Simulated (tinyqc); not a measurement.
# Gated graphene, quantum capacitance: two studies

phi is the Fermi level above the Dirac point, in volts; Vg is counted from the gate voltage of charge neutrality. Ideal linear bands, no charge puddles.

Parameters, values chosen for the exercise; values close to those of graphene: temperature T = 300 K; relative permittivity of the gate insulator (close to silicon dioxide) eox = 3.9; insulator thickness tox = 2.3 nm; Fermi velocity vF = 1.13e6 m/s; density of traps Dit = 0 cm^-2 eV^-1; gate voltage Vg = 0.76 V.

Constants: q = 1.602176634e-19 C, kB = 1.380649e-23 J/K, hbar = 1.054571817e-34 J s, Vt = kB T/q, eps0 = 8.8541878128e-14 F/cm where lengths are in cm. Results are converted to the units shown.

Each table varies one quantity; the others keep the values above.

## Effect of the gate voltage

N0 = (2/pi)(kB T/(hbar vF))^2; n = N0 F1(phi/Vt), p = N0 F1(-phi/Vt), F1(e) = int_0^infinity u du/(1 + exp(u - e)) = -Li2(-exp(e)); Cq = q d(n - p)/dphi = (q N0/Vt) ln[2 (1 + cosh(phi/Vt))]. Cox = eps0 eox/tox; Vg = phi + q (n - p + Dit phi)/Cox. 1/C_G = 1/Cox + 1/(Cq + q Dit); dphi/dVg = Cox/(Cox + Cq + q Dit).

The same in every row: Cox (uF/cm^2) = 1.5014.

Result of one run:

| Vg (V) | phi (V) | n - p (cm^-2) | Cq (uF/cm^2) | C_G (uF/cm^2) | dphi/dVg | n + p (cm^-2) |
|---|---|---|---|---|---|---|
| 1.2 | 0.36563 | 7.8187e12 | 6.7413 | 1.2279 | 0.18214 | 7.8187e12 |

What becomes of these results when the gate voltage Vg is changed from 1.2 to 1.03 V, all else the same?

Result of the changed run:

| Vg (V) | phi (V) | n - p (cm^-2) | Cq (uF/cm^2) | C_G (uF/cm^2) | dphi/dVg | n + p (cm^-2) |
|---|---|---|---|---|---|---|
| 1.03 | 0.33351 | 6.5266e12 | 6.1491 | 1.2067 | 0.19624 | 6.5266e12 |

The whole series:

| Vg (V) | phi (V) | n - p (cm^-2) | Cq (uF/cm^2) | C_G (uF/cm^2) | dphi/dVg | n + p (cm^-2) |
|---|---|---|---|---|---|---|
| -0.3 | -0.14943 | -1.4109e12 | 2.7581 | 0.97217 | 0.35247 | 1.4114e12 |
| -0.13 | -0.078971 | -4.7818e11 | 1.4999 | 0.75032 | 0.50024 | 4.8535e11 |
| 0.03 | 0.020595 | 8.8130e10 | 0.73448 | 0.49320 | 0.67150 | 1.5092e11 |
| 0.2 | 0.11103 | 8.3373e11 | 2.0600 | 0.86844 | 0.42157 | 8.3582e11 |
| 0.37 | 0.17292 | 1.8468e12 | 3.1894 | 1.0208 | 0.32007 | 1.8470e12 |
| 0.53 | 0.21981 | 2.9067e12 | 4.0530 | 1.0955 | 0.27030 | 2.9067e12 |
| 0.7 | 0.26271 | 4.0977e12 | 4.8438 | 1.1461 | 0.23662 | 4.0977e12 |
| 0.87 | 0.30083 | 5.3336e12 | 5.5465 | 1.1815 | 0.21302 | 5.3336e12 |
| 1.03 | 0.33351 | 6.5266e12 | 6.1491 | 1.2067 | 0.19624 | 6.5266e12 |
| 1.2 | 0.36563 | 7.8187e12 | 6.7413 | 1.2279 | 0.18214 | 7.8187e12 |

As Vg goes from -0.3 to 1.2, Cq goes from 2.76 through a minimum of 0.734 (at Vg = 0.03 among the rows listed) to 6.74 uF/cm^2, C_G/Cox goes from 0.648 through a minimum of 0.329 (at Vg = 0.03 among the rows listed) to 0.818 and n - p rises from -1.41e12 to 7.82e12 cm^-2. Cq is below Cox for Vg = -0.13, 0.03; there the density of states limits the response dn/dVg more than the insulator does. At neutrality Cq is (q N0/Vt) ln 4 = 0.661 uF/cm^2, and far from it Cq grows as |phi|.

## Effect of the insulator thickness

Same model as above.

Results:

| tox (nm) | phi (V) | n - p (cm^-2) | Cq (uF/cm^2) | Cox (uF/cm^2) | C_G (uF/cm^2) | dphi/dVg | n + p (cm^-2) |
|---|---|---|---|---|---|---|---|
| 0.5 | 0.4665 | 1.265e13 | 8.602 | 6.906 | 3.831 | 0.4453 | 1.265e13 |
| 0.9 | 0.3897 | 8.867e12 | 7.186 | 3.837 | 2.501 | 0.3481 | 8.867e12 |
| 1.6 | 0.3182 | 5.952e12 | 5.866 | 2.158 | 1.578 | 0.2689 | 5.952e12 |
| 2.9 | 0.2519 | 3.776e12 | 4.644 | 1.191 | 0.9477 | 0.2041 | 3.776e12 |
| 9.3 | 0.1496 | 1.415e12 | 2.762 | 0.3713 | 0.3273 | 0.1185 | 1.415e12 |
| 17 | 0.1103 | 8.238e11 | 2.046 | 0.2031 | 0.1848 | 0.09031 | 8.259e11 |
| 30 | 0.08006 | 4.885e11 | 1.518 | 0.1151 | 0.1070 | 0.07047 | 4.954e11 |

Estimate the missing row, tox = 5.2 nm.

Computed row:

| tox (nm) | phi (V) | n - p (cm^-2) | Cq (uF/cm^2) | Cox (uF/cm^2) | C_G (uF/cm^2) | dphi/dVg | n + p (cm^-2) |
|---|---|---|---|---|---|---|---|
| 5.2 | 0.1960 | 2.338e12 | 3.615 | 0.6641 | 0.5610 | 0.1552 | 2.338e12 |

With this row back in the table: As tox goes from 0.5 to 30, Cq falls from 8.60 to 1.52 uF/cm^2, C_G/Cox rises from 0.555 to 0.930 and n - p falls from 1.27e13 to 4.88e11 cm^-2. Cq exceeds Cox in every row, so the insulator is the tighter limit, though Cq still cuts C_G by up to 45 %. With the insulator thinned by a factor of 60.0, the charge grows only by 25.9 while Cox grows by 60.0.

Numbers from tinyqc (`OMP_NUM_THREADS=1 python tinyqc.py 2200022 2200023 out.jsonl`; about 0.01 s on one thread of a shared Intel Xeon 2.30GHz).
